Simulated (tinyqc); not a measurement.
Stretching the bonds: Weaire-Thorpe hybrids on a Bethe lattice: gap and dangling bond of an amorphous tetrahedral solid.

Parameters, chosen for this exercise (out of a larger set: of the size of tabulated hybrid energies for amorphous silicon; not measured data): V1 = 1.75 eV (coupling of two hybrids on one atom); V2 = 4.32 eV (coupling of the two hybrids of a bond).

V2 is scaled as (d0/d)^2 and V1 stays. Bound 2 V2 - 4 V1; tree V2 - 2 V1 + sqrt(V2^2 + 4 V1^2 - 2 sqrt3 V1 V2); a negative bound means that a network with rings may have no gap.

Against d/d0:

| d/d0 | V2 (eV) | V2/V1 | bound (eV) | tree (eV) |
|---|---|---|---|---|
| 0.96 | 4.688 | 2.679 | 2.375 | 3.597 |
| 0.98 | 4.498 | 2.570 | 1.996 | 3.282 |
| 1.00 | 4.320 | 2.469 | 1.640 | 2.993 |
| 1.02 | 4.152 | 2.373 | 1.304 | 2.731 |
| 1.04 | 3.994 | 2.282 | 0.988 | 2.492 |
| 1.10 | 3.570 | 2.040 | 0.140 | 1.901 |
| 1.15 | 3.267 | 1.867 | -0.467 | 1.532 |

Give the missing row, d/d0 = 1.07.

Computed row:
```
d/d0  V2 (eV)  V2/V1  bound (eV)  tree (eV)
1.07    3.773  2.156       0.547      2.174
```

The bound falls by 173 meV for each per cent of stretch near d0 and vanishes at d/d0 = 1.111, inside the table. Weak, stretched bonds therefore put states closest to the edges, one origin of band tails.

tinyqc: `OMP_NUM_THREADS=1 python tinyqc.py 1450728 1450729 out.jsonl`; about 0.03 s, one thread, shared Intel(R) Xeon(R) Processor @ 2.30GHz.
